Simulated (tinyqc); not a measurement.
Inside a calculation. Model: six-transistor SRAM cell, nodal equations and margins.

tinyqc, about 0.2 s, one thread, Intel Xeon 2.30GHz (shared host): `OMP_NUM_THREADS=1 python tinyqc.py 2340171 2340172 out.jsonl` Printed values are rounded.

Two cross-coupled inverters (pull-down bn, pull-up bp) hold the nodes Q and QB; access transistors (ba, threshold VTn, gate on the word line at Vdd when selected) join them to the bit lines. Transistor (EKV form, voltages against the body): I = 2 n b Vt^2 [F(vp - Vs) - F(vp - Vd)] from drain to source, F(v) = ln^2(1 + exp(v/(2 Vt))), vp = (Vg - VT + sg |Vd - Vs|)/n. n-channel bodies are at 0; for the p-channel device all voltages are counted down from Vdd. b in uA/V^2 gives I in uA. For an access transistor the bit line is the drain and the node the source. In a read both bit lines are at Vdd. The cell is symmetric (no mismatch).

Parameters, values chosen for the exercise:
- T = 300 K (temperature)
- Vdd = 0.4 V (supply voltage)
- n = 1.38 (slope factor)
- sg = 0.06 (drain-induced barrier lowering)
- VTn = 0.27 V (n-channel threshold)
- VTp = 0.36 V (p-channel threshold (magnitude))
- bn = 880 uA/V^2 (gain factor of the pull-down transistor)
- ba = 880 uA/V^2 (gain factor of the access transistor)
- bp = 300 uA/V^2 (gain factor of the pull-up transistor)

Constants: q = 1.602176634e-19 C, kB = 1.380649e-23 J/K, Vt = kB T/q. Results are converted to the units shown.

## Iteration 1: node voltages in a read by Newton steps

(Q, QB) at the start (V): Q 0.000000, QB 0.400000

F1 = In(gate QB, drain Q) - Ip(gate QB, drain Q) - Ia(bit line, Q), F2 the same with Q and QB exchanged; J by central differences with +/- 1e-6 V; solve J d = -F, limit each component to +/- 0.15 V and add.

F1, F2 (uA): [-8.34703, 0.00159]

J (uS):
```
,Q,QB
F1,239.766,0.001
F2,0.044,13.796
```

(Q, QB) after iteration 1 (V): Q 0.034813, QB 0.399774

## Iteration 2: node voltages in a read by Newton steps

As before.

F1, F2 (uA): [-1.42994, 0.00231]

J (uS):
```
,Q,QB
F1,159.438,28.200
F2,0.144,8.067
```

(Q, QB) after iteration 2 (V): Q 0.043861, QB 0.399325

## Course of the iteration: node voltages in a read by Newton steps

Stop when the largest change of (Q, QB) is below 1e-9 V, or after 30 iterations. The rule counts as met only at the stable state with Q low.

Course of the iteration:
```
iteration,Q (V),largest |change| of one entry (V)
1,0.0348132,0.0348
2,0.0438612,9.05e-3
3,0.0445262,6.65e-4
4,0.0445303,4.07e-6
5,0.0445303,1.98e-10
```

Converged in 5 iterations. At the end the number of correct digits about doubles with each step.

## Read current and disturbance

(Q, QB) (V): Q 0.0445303, QB 0.399206

Iread = Ia(bit line at Vdd, source Q); cell ratio bn/ba; time to pull a bit line of 20 fF down by 0.1 V at that current.

Iread = 3.69827 uA
cell ratio = 1
time = 540.794 ps

The read lifts the low node to 44.5 mV, against a balance point of 172 mV.

## The largest square in the read butterfly

```
point,c (V)
0,0.077
1,0.13
2,0.18
3,0.22
4,0.26
5,0.28
6,0.31
```

f(x) is the node voltage of one half-cell in a read for input x (In - Ip - Ia = 0). Static noise margin: side of the largest square between the curve (x, f(x)) and its mirror image (f(y), y); with h(c) the root x of f(x) - x = c, it is the maximum over c > 0 of h(c) - h(-c) + c.

```
point,h(c) (V),h(-c) (V),side (V)
0,0.140463,0.216256,0.0012075
1,0.131312,0.248023,0.0132885
2,0.126809,0.278546,0.0282626
3,0.122417,0.303622,0.0387958
4,0.113168,0.329789,0.0433797
5,0.104530,0.343472,0.0410583
6,0.0846917,0.364938,0.0297533
```

The maximum over c is 43.41 mV, the read margin; with the word line off (no Ia) the same construction gives 123.0 mV.
